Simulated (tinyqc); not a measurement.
Size effects in the resistivity of thin metal films and interconnect lines: one step, computed by the program tinyqc.

Electrons lose their drift at surfaces (a share 1 - p of the hits) and at grain boundaries (reflection R), besides bulk scattering. The line sits in a trench with a non-conducting liner on both walls and the bottom; the spacing equals the drawn width.

Task: Metal cross-section. Metal width w_m = w - 2t, height h_m = (aspect ratio) w - t, grain size D = (ratio) w_m.

Inputs (values chosen for the exercise, modelled on nickel):
```
quantity                          value  unit
drawn line width w                  4.5    nm
grain size over metal width        0.89     -
aspect ratio (height over width)      2     -
liner thickness t                   0.4    nm
```

Geometry: line.

Give: metal width w_m; metal height h_m; grain size D; share of the trench filled by metal.

Result:

metal width w_m = 3.7 nm

metal height h_m = 8.6 nm

grain size D = 3.293 nm

share of the trench filled by metal = 78.57 %
